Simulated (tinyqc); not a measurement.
# Octagonal on-chip spiral inductor, lumped pi model: what changes with what

Outer diameter do = di + 2 n wd + 2 (n - 1) sp, mean da = (do + di)/2, fill p = (do - di)/(do + di), length l = 3.314 n da. L = 2.25 mu0 n^2 da/(1 + 3.55 p), mu0 = 4 pi 1e-7 H/m. Rs = rho l/(wd delta (1 - exp(-th/delta))), delta = sqrt(rho/(pi f mu0)). Cs = n wd^2 eps0 eo/hu across the coil. At each end Cox = l wd eps0 eo/(2 ho) leads to the substrate branch Rsi = 2 rs he/(l wd) in parallel with Csi = l wd eps0 11.7/(2 he). With one end grounded Y = 1/(Rs + i w L) + i w Cs + 1/[1/(i w Cox) + 1/(1/Rsi + i w Csi)], w = 2 pi f; Q = -Im Y/Re Y. Eddy currents in neighbouring turns and in the substrate are left out.

Inputs (values chosen for the exercise); values of the order met in silicon radio-frequency processes:
```
symbol,value,unit,meaning
n,5.5,,number of turns
wd,4,um,line width
sp,2,um,space between turns
di,100,um,inner diameter
th,3.4,um,metal thickness
rho,1.9,uohm cm,metal resistivity
ho,7.1,um,oxide below the coil
hu,1.1,um,oxide between coil and underpass
eo,3.9,,relative permittivity of the oxide
rs,1000,ohm cm,substrate resistivity
he,50,um,effective spreading depth in the substrate
f,1.7,GHz,frequency
```

Constants: eps0 = 8.8541878128e-12 F/m. Results are converted to the units shown.

Each table varies one quantity; the others keep the values above.

## Quality factor against frequency

Apparent inductance Im(1/Y)/w; share of the loss Re(substrate branch)/Re Y.

Results:
```
f (GHz)	Rs (ohm)	w L/Rs	Q	apparent inductance (nH)	loss in the substrate (%)
0.34	5.067	2.567	2.566	6.090	0.01774
0.56	5.636	3.801	3.797	6.093	0.04061
0.92	6.408	5.493	5.476	6.100	0.09350
1.5	7.448	7.705	7.648	6.120	0.2106
4	10.83	14.13	13.47	6.323	1.011
6.6	13.53	18.66	16.39	6.774	2.171
11	17.25	24.40	16.70	8.472	4.608
18	21.96	31.35	6.935	24.51	9.216
```

Estimate the missing row, f = 2.5 GHz.

Computed row:
```
f (GHz)	Rs (ohm)	w L/Rs	Q	apparent inductance (nH)	loss in the substrate (%)
2.5	8.946	10.69	10.48	6.178	0.4820
```

With this row back in the table: Q goes from 2.57 through a maximum of 16.7 (at f = 11 GHz among the rows listed) to 6.94; the exact peak is 17.2 at 9.03 GHz and Q reaches zero at the self-resonance, 20.7 GHz. The share of the substrate rises from 0.0177 to 9.22 %, and the apparent inductance ends at 4.02 times L. At the peak the substrate takes 3.46 % of the loss. For f = 11, 18 the coil is longer than 0.15 of a wavelength in the oxide, where one lumped section is rough.

## Effect of the substrate resistivity

Same model as above.

Peak Q and its frequency from a search over f; self-resonance where Im Y = 0; Q at the given f (negative beyond resonance).

The same in every row: L (nH) = 6.089; do (um) = 162.0.

Results:
```
rs (ohm cm)	peak Q	f of the peak (GHz)	self-resonance (GHz)	Q at f
0.1	13.37	5.496	12.65	8.214
1	11.85	4.268	12.95	8.188
3	10.65	3.519	15.25	8.132
10	9.545	3.074	19.87	7.978
30	10.44	4.430	20.60	7.893
1000	17.21	9.026	20.70	8.291
10000	17.78	9.366	20.70	8.310
```

Estimate the missing row, rs = 100 ohm cm.

Computed row:
```
rs (ohm cm)	peak Q	f of the peak (GHz)	self-resonance (GHz)	Q at f
100	13.72	6.830	20.69	8.110
```

With this row back in the table: As rs goes from 0.1 to 10000, L stays at 6.09 nH, the peak Q goes from 13.4 through a minimum of 9.55 (at rs = 10 among the rows listed) to 17.8, its frequency goes from 5.50 through a minimum of 3.07 (at rs = 10 among the rows listed) to 9.37 GHz and the self-resonance rises from 12.6 to 20.7 GHz. In this model both a very low and a very high resistivity dissipate little: the first shorts the branch to a pure Cox, the second blocks the current. For rs = 0.1, 1 eddy currents in the substrate, left out, would lower Q markedly.

Program tinyqc, `OMP_NUM_THREADS=1 python tinyqc.py 2302015 2302016 out.jsonl`; Intel Xeon 2.30GHz, shared host, one thread, about 0.01 s.
